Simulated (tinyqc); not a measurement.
Metal gate on a two-layer dielectric stack with fixed charge and a dipole: one step of the calculation.

Gate, layer 2, layer 1, p-type semiconductor; x runs from the gate inwards. Charges are counted in units of +q. psi is the band bending at the surface, positive towards inversion. Classical charge, Boltzmann statistics, no interface traps.

Problem. Flat-band voltage, term by term. EOT = 3.9 (t1/e1 + t2/e2), Cox = eps0/(t1/e1 + t2/e2); phi_ms = pM - (chi + Eg - Vt ln(Nv/Na)). Vfb = phi_ms + Vd - (q/eps0) [Q1 (t1/e1 + t2/e2) + Q2 t2/e2 + r1 (t1^2/(2 e1) + t1 t2/e2) + r2 t2^2/(2 e2)]: each charge counts with its electrical distance from the gate.

Values chosen for this exercise; band and dielectric values close to those of silicon, layer 1 close to silicon dioxide, layer 2 close to hafnium oxide: temperature T = 300 K; band gap Eg = 1.13 eV; valence-band density of states at T Nv = 2.64e19 cm^-3; electron affinity chi = 4.11 eV; acceptor density Na = 6.1e16 cm^-3; work function of the gate metal pM = 4.14 eV; thickness of layer 1, next to the semiconductor t1 = 1.9 nm; relative permittivity of layer 1 e1 = 3.79; thickness of layer 2, next to the gate t2 = 5.1 nm; relative permittivity of layer 2 e2 = 21.7; fixed charge at the semiconductor interface Q1 = 4.9e11 cm^-2; fixed charge between the layers Q2 = -2.3e12 cm^-2; uniform charge density in layer 1 r1 = 0 cm^-3; uniform charge density in layer 2 r2 = 0 cm^-3; flat-band shift by a dipole layer between the layers Vd = 0 V.

Constants: q = 1.602176634e-19 C, kB = 1.380649e-23 J/K, Vt = kB T/q, eps0 = 8.8541878128e-14 F/cm where lengths are in cm. Results are converted to the units shown.

Wanted: terms; Vfb.

Solution.

terms (V): phi_ms -0.9431, dipole 0.0000, Q1 -0.0653, Q2 0.0978, r1 0.0000, r2 0.0000
Vfb = -0.9105 V

Apart from phi_ms the largest term is that of Q2, 97.8 mV; all charges and the dipole together move Vfb by 32.5 mV.

Program tinyqc, `OMP_NUM_THREADS=1 python tinyqc.py 2010151 2010152 out.jsonl`; Intel Xeon 2.30GHz, shared host, one thread, about 0.01 s.
